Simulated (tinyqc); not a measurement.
Switching kinetics of a ferroelectric film and the memory window of a ferroelectric gate stack: one step, computed by the program tinyqc.

Fields in MV/cm; 1 microcoulomb/cm^2 over eps_0 is 11.29409 MV/cm. In the stack (metal, ferroelectric, interlayer, channel) the channel is taken as a conductor.

Problem. Memory window. Saturated branches: P(E) = P_s tanh[(E -/+ E_c)/(2 delta)], delta = E_c/ln[(1 + P_r/P_s)/(1 - P_r/P_s)]; D = P + eps_0 eps_F E. At threshold the channel charge is negligible, so D = 0 on each branch: (1 - s) P(E) + eps_0 eps_F E = 0, with the screened share s. The rising branch has the root E0 between 0 and E_c; window = 2 E0 t_F; its upper bound is 2 E_c t_F.

Inputs (values chosen for the exercise, for a model film):
```
quantity                                 value               unit
saturation polarisation P_s                 22  microcoulomb/cm^2
ratio P_r/P_s                             0.87                  -
coercive field E_c                        0.61              MV/cm
permittivity of the ferroelectric eps_F     34                  -
thickness t_F                               15                 nm
share s of P screened by trapped charge   0.89                  -
```

delta = 0.2287935 MV/cm

Give: field E0; memory window; bound 2 E_c t_F; fixed-charge estimate 2 (1 - s) P_r t_F/(eps_0 eps_F).

Solution.

field E0 = 0.37711 MV/cm

memory window = 1.1313 V

bound 2 E_c t_F = 1.83 V

fixed-charge estimate 2 (1 - s) P_r t_F/(eps_0 eps_F) = 2.0981 V

Charge and coercive field both limit the window.
